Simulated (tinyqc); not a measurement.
Ways to converge the cycle: SCF convergence aids in the sto-3g basis, for H3+, spin multiplicity 1. Computed by the program tinyqc with PySCF. Command: `OMP_NUM_THREADS=1 python tinyqc.py 111025 111026 out.jsonl`; one thread of a shared host (Intel(R) Xeon(R) Processor @ 2.60GHz), about 0.2 s.

Geometry (angstrom):
```
atom       x       y        z
H     0.0000  0.0000   0.0000
H     0.0000  0.0000   1.0210
H     0.0000  0.0000  -1.0210
```

lowest restricted solution found by these runs and by PySCF = -1.184619 hartree

RHF with one setting changed at a time; a run stops when the energy changes by less than 1e-09 hartree and the error matrix is below 1e-5. The start is the Wolfsberg-Helmholz matrix. Damping d keeps d of the old density; a shift (hartree) raises the virtual levels; DIIS n extrapolates F over n matrices.

Largest element of the error matrix X^T (FDS - SDF) X:
```
iteration    plain  damping 0.3  damping 0.6  shift 0.4   DIIS 3   DIIS 8
1          2.6e-02      2.6e-02      2.6e-02    2.6e-02  2.6e-02  2.6e-02
2          3.5e-03      1.0e-02      1.7e-02    9.1e-03  3.5e-03  3.5e-03
3          4.7e-04      4.0e-03      1.1e-02    3.2e-03  1.1e-06  1.1e-06
4          6.4e-05      1.6e-03      7.3e-03    1.1e-03  4.6e-07  4.6e-07
5          8.6e-06      6.3e-04      4.7e-03    3.9e-04        -        -
6          1.2e-06      2.5e-04      3.1e-03    1.4e-04        -        -
8                -      3.8e-05      1.3e-03    1.7e-05        -        -
10               -      6.0e-06      5.7e-04          -        -        -
14               -      1.4e-07      1.0e-04          -        -        -
20               -            -      8.1e-06          -        -        -
```

How each run ends:
```
run          iterations  E (hartree)         state
plain                 6    -1.184619  lowest found
damping 0.3          14    -1.184619  lowest found
damping 0.6          27    -1.184619  lowest found
shift 0.4             9    -1.184619  lowest found
DIIS 3                4    -1.184619  lowest found
DIIS 8                4    -1.184619  lowest found
```

6 of 6 runs reach the lowest restricted solution found, in 4 to 27 iterations (fastest: DIIS 3, DIIS 8). Plain steps already contract here, so damping only slows them. DIIS 3 and DIIS 8 gain by cancelling the error over several earlier matrices, much as a quasi-Newton step does.
